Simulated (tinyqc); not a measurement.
Range and order of the fit: effective mass of the light-hole band from tabulated energies.

c = hbar^2/2m0. A uniform scatter of up to 0.3 meV has been added to mimic numerical noise.
Constants: hbar^2/2m0 = 3.80998211 eV angstrom^2.

Energies along [111], from the band edge downward:
```
k (1/angstrom)   E (meV)
0.000000         0.00000
0.003500         1.12730
0.007000         4.78410
0.010500         9.94320
0.014000        17.84800
0.017500        26.81320
0.021000        37.96260
0.024500        49.59910
0.028000        62.58910
```

reference mass (curvature of the model at k = 0.0001 1/angstrom) = 0.040388 m0

Least-squares fits of E = a k^2 (+ b k^4 + d k^6) over points 1 to n, and the line y = c k^2/E against E; errors of m against the reference.

Results:
```
n  E at point n (meV)  one term (%)  two terms (%)  three terms (%)  line (%)  rms residual, one term (meV)
3                 9.9          3.19          -7.50             6.62     -0.46                         0.193
4                17.8          3.48           1.23           -10.14     -0.03                         0.168
5                26.8          6.16          -0.78             1.03     -0.43                         0.333
6                38.0          8.09           0.99            -1.79     -0.28                         0.447
7                49.6         11.12           0.36             0.86     -0.48                         0.844
8                62.6         14.30           0.96            -0.10     -0.60                         1.293
```

What does the comparison show?

The error of the parabola goes from +3.19 to +14.30 % as the range widens, and at n = 8 its residual, 1.29 meV, is only 2.1 % of the top energy: a small residual does not vouch for the mass. Over the full range (n = 8) the best form is three terms (0.10 %); the line errs by -0.46 % at n = 3 and -0.60 % at n = 8. Many terms on few points amplify the scatter: three terms err by +6.6 % at n = 3 but by -0.1 % at n = 8.

Run: tinyqc, `OMP_NUM_THREADS=1 python tinyqc.py 1851163 1851164 out.jsonl`; Intel(R) Xeon(R) Processor @ 2.30GHz, one thread, shared host; about 0.01 s of CPU time with all checks.
